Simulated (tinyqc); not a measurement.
## Off-state parameters from two currents

Problem. Well above V0 the off-state current of a threshold switch is I = Ith exp((V - Vth)/V0). Find V0, Ith and the slope V0 ln 10.

Inputs (values chosen for the exercise): threshold voltage Vth = 2.5 V.

I at 1.25 and 1.88 V (nA): 0.0035915374  0.68442588

Answer. ln I is linear in V.

V0 = 0.1200 V
Ith = 0.1200 uA
slope = 276.3 mV/decade

Numbers from tinyqc (`OMP_NUM_THREADS=1 python tinyqc.py 2490113 2490114 out.jsonl`; about 0.01 s on one thread of a shared Intel Xeon 2.30GHz).
